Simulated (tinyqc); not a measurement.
Band offset from the macroscopic average of a supercell potential: sweeps and comparisons. A value that a table varies takes the place of the one given here.

A model of the planar-averaged electrostatic energy of an electron in a periodic cell of N1 periods of A (L1 = N1 n1 h) and N2 periods of B (L2 = N2 n2 h), on z_j = j h: V(z) = f VA + (1 - f) VB + F t(z), VA = V1[0] + V1[1] cos(2 pi z/(n1 h)) + V1[2] cos(4 pi z/(n1 h)), VB the same with V2, n2 and z - L1. f = [tanh(z/w) - tanh((z - L1)/w) + tanh((z - L1 - L2)/w)]/2 + 1/2; t(z) = z - L1/2 in A and (L1/L2)(L1 + L2/2 - z) beyond, so that the cell is periodic.

Running mean over n points, periodic: for odd n the plain mean of the n points centred on j; for even n the n + 1 points with half weight at both ends. The macroscopic average applies the mean over n1 points and then over n2 points.

dEv = Ev(A) - Ev(B) = Ev1 - (dV + Ev2); dEc = Ec(B) - Ec(A) = Eg2 - Eg1 - dEv. The correction of a gap, c = Eg[1] - Eg[0], lowers the valence top by fv c and leaves dV, a ground-state quantity, as it is. Type I: dEv and dEc of one sign; II: opposite signs; III: no overlap of the gaps.

Inputs chosen for the exercise (gaps near those of GaN and AlN; not measured data): h = 0.35 angstrom (grid step); n1 = 6 (grid points per period of A); n2 = 5 (grid points per period of B); V1 = (-8.9, 2.01, 0.84) eV (mean and two harmonics of the potential in A); V2 = (-6.5, 2.84, 0.32) eV (the same in B); w = 0.43 angstrom (width of the interfaces); N1 = 5 (periods of A); N2 = 4 (periods of B); F = -0.014 eV/angstrom (slope in A from opposite charges on the two interfaces); Ev1 = 4.46 eV (valence top of bulk A above its mean potential); Eg1 = (1.98, 3.34) eV (gap of A: semi-local value, corrected value); Ev2 = 1.51 eV (valence top of bulk B above its mean potential); Eg2 = (4.26, 6.35) eV (gap of B: semi-local value, corrected value).

## How thick the regions must be

N1 = N2 = N, no slope (F = 0); dV is read at j = floor(N n1/2) and N n1 + floor(N n2/2). The exact value is V2[0] - V1[0].

Results:

| N | L1 (angstrom) | dV (eV) | error (meV) |
|---|---|---|---|
| 1 | 2.10 | 0.9413 | -1458.71 |
| 2 | 4.20 | 2.2093 | -190.68 |
| 3 | 6.30 | 2.3974 | -2.57 |
| 4 | 8.40 | 2.3999 | -0.07 |
| 5 | 10.50 | 2.4000 | 0.00 |
| 6 | 12.60 | 2.4000 | 0.00 |

The error is below 10 meV from N = 3 on. The two windows together span 3.85 angstrom and must fit between the interface tails, which fall as exp(-2 z/w); the errors at N = 2, 3 and 4 are -190.68, -2.57 and -0.07 meV.

## The choice of windows

dV read at j = 15 and 40 after means over the numbers of points listed; ripple is the spread over the five points around each.

Results:

| windows | dV (eV) | ripple in A (meV) | ripple in B (meV) |
|---|---|---|---|
| none | 6.730 | 2025 | 5373 |
| 6 only | 2.034 | 20 | 696 |
| 5 only | 2.970 | 865 | 29 |
| 7 only | 1.365 | 621 | 1182 |
| 7, 6 | 2.490 | 20 | 177 |
| 6, 5 | 2.400 | 20 | 30 |

Which rows can be used, and how does a wrong window show?

The last row matches both periods and lies 0 meV from the value of a thick cell, V2[0] - V1[0] = 2.400 eV. Against it the raw potential errs by +4.33 eV. No other row is within 20 meV of it. A window one point too long leaves a ripple of 621 meV in A, against 20 meV in the last row (of which the slope F makes 20 meV): the ripple is the sign to look for. Rows to use, with under 30 meV of ripple in both regions once the tilt is taken off: 6, 5. A row with a large ripple can hit the right value only by chance.

## Where the gap correction goes

dV = B - A = 2.3999 eV

fv1 and fv2 are varied.

Offsets (eV):

| fv1 | fv2 | dEv | dEc |
|---|---|---|---|
| 0.0 | 0.0 | 0.550 | 2.460 |
| 0.5 | 0.5 | 0.915 | 2.095 |
| 1.0 | 1.0 | 1.280 | 1.730 |
| 0.0 | 1.0 | 2.640 | 0.370 |
| 1.0 | 0.0 | -0.810 | 3.820 |
| 0.3 | 0.7 | 1.605 | 1.405 |

dEv + dEc = 3.010 eV in every row, but dEv alone spans 3.45 eV, the sum of the two corrections. A scissor on the conduction bands alone (first row) keeps the semi-local dEv; with equal shares fv the shift is fv times the difference of the corrections, +0.73 eV, against their sum of 3.45 eV: most of the error cancels if the shares are alike.

(tinyqc, `OMP_NUM_THREADS=1 python tinyqc.py 1850049 1850050 out.jsonl`, Intel(R) Xeon(R) Processor @ 2.30GHz, 1 thread, shared host, about 0.01 s.)
